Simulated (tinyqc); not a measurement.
When the interface binds a state: heterojunction of two tight-binding chains.

Left chain: hopping -t1, sites at 2 t1 (band bottom 0). Right chain: hopping -t2, sites at dE + 2 t2 (bottom dE). t = c/(m a^2), c = hbar^2/2m0. The bond across the interface is -tc with tc = f sqrt(t1 t2), and the last left site has the extra energy U. In a chain E = bottom + 2t (1 - cos(ka)); the surface Green function of a half chain is g = -exp(ika)/t, with Im k > 0 where cos(ka) > 1.

Constants: hbar^2/2m0 = 3.80998211 eV angstrom^2.

Values chosen for the exercise (masses and offset of the size met at InGaAs / InAlAs; not measured data): a = 5 angstrom (site spacing); m1 = 0.045 m0 (mass on the left); m2 = 0.078 m0 (mass on the right); dE = 0.49 eV (band offset); f = 0.93 (factor on the interface hopping).

A state below both bands solves E - 2 t1 - U - S1(E) - S2(E) = 0 for E < 0, with S1 = -t1 z1, S2 = -(tc^2/t2) z2 and |z| < 1 the decaying root of z + 1/z = 2 - (E - bottom)/t. Decay lengths -a/ln|z|. The threshold is the U that solves the equation at E = 0. A dash: no bound state.

Interface state:

| U (eV) | E (eV) | decay left (angstrom) | decay right (angstrom) |
|---|---|---|---|
| -0.48 | - | - | - |
| -0.96 | - | - | - |
| -1.44 | - | - | - |
| -1.76 | -0.0065 | 114.0 | 10.0 |
| -2.08 | -0.0496 | 41.3 | 9.6 |
| -2.56 | -0.1631 | 22.8 | 8.8 |
| -3.20 | -0.3777 | 15.0 | 7.6 |
| -4.81 | -1.1497 | 8.7 | 5.6 |

threshold U = -1.6024 eV

How do the results move, and what explains it?

The step and the weakened interface bond push the state out, so an attraction must exceed 1.6024 eV to bind; 5 of the 8 rows are bound. At U = -4.81 eV the state decays over 8.7 angstrom to the left and 5.6 to the right, where the band lies higher.

tinyqc: `OMP_NUM_THREADS=1 python tinyqc.py 1451912 1451913 out.jsonl`; about 0.01 s, one thread, shared Intel(R) Xeon(R) Processor @ 2.30GHz.
